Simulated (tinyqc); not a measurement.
# CMOS inverter, nodal equation and switching: effect of the gain factor of the pull-up transistor

An n-channel pull-down (bn, VTn) and a p-channel pull-up (bp, VTp) share the input Vin and the output node Vout, which carries the load C. Transistor (EKV form, voltages against the body): I = 2 n b Vt^2 [F(vp - Vs) - F(vp - Vd)] from drain to source, F(v) = ln^2(1 + exp(v/(2 Vt))), vp = (Vg - VT + sg |Vd - Vs|)/n. n-channel bodies are at 0; for the p-channel device all voltages are counted down from Vdd. b in uA/V^2 gives I in uA. Static: In = Ip. Transient: C dVout/dt = Ip - In. No velocity saturation, no gate capacitance beyond C.

VM solves In = Ip with Vin = Vout; VIL and VIH are the inputs of gain -1, NML = VIL - Vout(VIH), NMH = Vout(VIL) - VIH. For a step input the delay to Vdd/2 is tHL = C times the integral of dV/(In - Ip) from Vdd/2 to Vdd at Vin = Vdd, and tLH likewise with Ip - In from 0 to Vdd/2 at Vin = 0.

Parameters, values chosen for the exercise: temperature T = 300 K; supply voltage Vdd = 0.8 V; slope factor n = 1.27; drain-induced barrier lowering sg = 0.045; n-channel threshold VTn = 0.41 V; p-channel threshold (magnitude) VTp = 0.27 V; gain factor of the pull-down transistor bn = 270 uA/V^2; load capacitance C = 2.7 fF.

Constants: q = 1.602176634e-19 C, kB = 1.380649e-23 J/K, Vt = kB T/q. Results are converted to the units shown.

Effect of the gain factor of the pull-up transistor:
```
bp (uA/V^2)  VM (V)  gain at VM  NML (V)  NMH (V)  tHL (ps)  tLH (ps)
54           0.4193      -22.22   0.3467   0.3106     58.43     164.0
83           0.4319      -22.22   0.3604   0.2968     58.43     106.7
130          0.4452      -22.22   0.3748   0.2822     58.43     68.13
190          0.4565      -22.22   0.3871   0.2699     58.43     46.62
300          0.4701      -22.21   0.4019   0.2551     58.43     29.52
460          0.4829      -22.21   0.4158   0.2412     58.43     19.25
700          0.4953      -22.21   0.4294   0.2277     58.43     12.65
1100         0.5087      -22.20   0.4441   0.2132     58.43     8.052
```

Read the table: what changes, and by how much?

As bp goes from 54 to 1100 uA/V^2, VM rises from 0.419 to 0.509 V, the size of the gain stays near 22.2, tHL stays near 58.4 ps and tLH falls from 164 to 8.05 ps. The smaller margin is largest, 0.311 V, at bp = 54 uA/V^2 among the rows. A stronger pull-up raises VM and trades low-side against high-side margin. In every row the overdrive passes 0.5 V, where velocity saturation, left out here, would lengthen the delays of short devices.

Numbers from tinyqc (`OMP_NUM_THREADS=1 python tinyqc.py 2340131 2340132 out.jsonl`; about 0.05 s on one thread of a shared Intel Xeon 2.30GHz).
